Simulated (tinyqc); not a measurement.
# Film and buried-oxide thickness from two coupling ratios

Inverse problem. In a depleted film -dVT/dVb is k1 = Cs Cbox/(Cox (Cs + Cbox)) for a front channel and k2 = Cbox (Cox + Cs)/(Cox Cs) for a back channel, with Cox = eps0 eox/tox, Cs = eps0 eps_r/ts, Cbox = 3.9 eps0/tb. Find ts and tb.

Values chosen for this exercise; band and dielectric values close to those of silicon:
- eps_r = 11.8 (relative permittivity)
- eox = 8.76 (relative permittivity of the gate insulator (close to aluminium oxide))
- tox = 10 nm (insulator thickness)

coupling ratios for a front and a back channel: 0.071875124  0.12531492

Solution. With y = Cox/Cs and z = Cox/Cbox, 1/k1 = y + z and k2 = (1 + y)/z, so y = (k2/k1 - 1)/(1 + k2); the thicknesses follow from y and z.

ts = 8.90 nm
tb = 59.0 nm

Computed by the program tinyqc: `OMP_NUM_THREADS=1 python tinyqc.py 2190145 2190146 out.jsonl`, one thread of a shared Intel Xeon 2.30GHz, about 0.6 s for the whole run.
